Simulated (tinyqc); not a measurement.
Arrhenius plot: admittance spectroscopy and thermally stimulated current of one trap level in a depletion layer. Computed by tinyqc, a small Python program. Command: `OMP_NUM_THREADS=1 python tinyqc.py 3113817 3113818 out.jsonl admit walk`. One thread of a shared host (Intel(R) Xeon(R) Processor @ 2.30GHz), about 0.01 s of CPU time with the checks.

A Schottky junction on n-type material holds one donor-like electron trap; shallow donors are fully ionised and abrupt depletion edges are assumed.

Inputs (values chosen for the exercise, modelled on n-type 4H-SiC): density-of-states mass m = 0.751 m_0; shallow doping N = 3.9e+16 1/cm^3; trap depth E_t below the band = 0.463 eV; capture cross section sigma = 1e-17 cm^2; test frequency f = 200000 Hz.

Constants: k_B = 1.380649e-23 J/K; m_0 = 9.1093837015e-31 kg; h = 6.62607015e-34 J s; k_B = 8.617333262e-05 eV/K.

Method:
- N_c = 2 (2 pi m k_B T/h^2)^(3/2), v_th = sqrt(3 k_B T/m), emission rate e_n = sigma v_th N_c exp(-E_t/(k_B T)).
- Where the level crosses the Fermi level capture equals emission, so the trap follows the signal with the rate 2 e_n; G/omega peaks at omega = 2 e_n (the correction for large N_t/N is left out).
- Solve 2 e_n(T_p) = 2 pi f.
- T_p for 0.1, 0.3, 1, 3 and 10 f; least-squares lines of ln(e_n/T^2) and of ln(e_n) against 1/(k_B T), e_n = pi f; sigma = exp(intercept)/(v_th N_c/T^2).

peak temperature T_p = 569.055 K

Peaks:
```
f (Hz)    T_p (K)  1/(k_B T) (1/eV)  ln(e_n/T^2)  ln(e_n)
2.00e+04   472.45            24.562      -1.2677   11.048
6.00e+04   514.45            22.557      -0.3394   12.147
2.00e+05   569.05            20.393       0.6628   13.351
6.00e+05   628.91            18.452       1.5614   14.449
2.00e+06   708.94            16.369       2.5259   15.653
```

depth from e_n/T^2 = 0.463 eV

cross section from the intercept = 1.00e-17 cm^2

depth without the T^2 = 0.56181 eV

What follows from these numbers?

Leaving out T^2 adds 99 meV, near 2 k_B T_p = 98 meV.

Extremes, crossings and ranges named in words are read from the listed rows.
